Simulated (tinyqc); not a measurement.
# Global model of a low-pressure process discharge: electron temperature, density, ion flux and ion energy, step by step

A worked calculation. Computed by tinyqc, a small Python program that keeps every step. Command: `OMP_NUM_THREADS=1 python tinyqc.py 3113386 3113387 out.jsonl plasma walk`. One thread of a shared host (Intel(R) Xeon(R) Processor @ 2.30GHz), about 0.01 s of CPU time with the checks. Intermediate numbers are printed to about 7 digits and carried at full precision; extremes and crossings named in words are read from the listed rows.

Maxwellian electrons with temperature T_e in eV, one positive ion, no negative ions, uniform bulk density n; rate constants have the Arrhenius form.

Inputs (values chosen for the exercise, of the order of those of an inductive discharge in a simple atomic gas):
```
quantity                   value   unit
ion mass M                    40      u
ionisation prefactor K0    3e-14  m^3/s
ionisation energy E_iz      13.6     eV
ion-neutral cross section  7e-19    m^2
pressure p                     6     Pa
gas temperature T_g          300      K
radius R                      10     cm
height L                     7.6     cm
mixing                         1      -
```

Constants: k_B = 1.380649e-23 J/K; e = 1.602176634e-19 C; u = 1.6605390666e-27 kg.

## Geometry factors

n_g = p/(k_B T_g); lambda_i = 1/(n_g sigma); h_L = 0.86/sqrt(3 + L/(2 lambda_i)), h_R = 0.8/sqrt(4 + R/lambda_i); A_eff = 2 pi R^2 h_L + 2 pi R L h_R; d_eff = pi R^2 L/A_eff.

gas density n_g = 1.448594e+21 1/m^3

ion mean free path = 0.09861779 cm

h_L = 0.1334455

h_R = 0.07792313

A_eff = 121.0563 cm^2

d_eff = 19.72314 cm

Caution: at so short an ion path the formulas for h_L and h_R give way to the ambipolar-diffusion limit.

## A fixed-point cycle for T_e

Particle balance: K0 exp(-E_iz/T_e) n_g d_eff = u_B, u_B = sqrt(e T_e/M). Cycle: T_out = T sqrt(loss/creation) with loss/creation = u_B/(K0 exp(-E_iz/T) n_g d_eff); T -> T + mixing (T_out - T), kept between 0.3 and 60 eV, from 3 eV; stop at |T_out - T| < 1e-9 eV or after 60 steps.

Course:
```
step    T (eV)    T_out (eV)  residual (eV)
0      3.00000  5.127205e-01  -2.487280e+00
1      0.51272  3.359676e+03   3.359163e+03
2     60.00000  2.517604e+00  -5.748240e+01
3      2.51760  6.358192e-01  -1.881785e+00
4      0.63582  3.372607e+02   3.366249e+02
5     60.00000  2.517604e+00  -5.748240e+01
6      2.51760  6.358192e-01  -1.881785e+00
...        ...           ...            ...
53    60.00000  2.517604e+00  -5.748240e+01
54     2.51760  6.358192e-01  -1.881785e+00
55     0.63582  3.372607e+02   3.366249e+02
56    60.00000  2.517604e+00  -5.748240e+01
57     2.51760  6.358192e-01  -1.881785e+00
58     0.63582  3.372607e+02   3.366249e+02
59    60.00000  2.517604e+00  -5.748240e+01
```

last residual = 57.48240 eV

Not converged in 60 steps: the residual wanders without falling. The slope of T_out at the root is 5/4 - E_iz/(2 T_e), and the cycle needs |1 + mixing (slope - 1)| < 1.

Reruns converge with mixing = 0.3; or with mixing = 0.15.
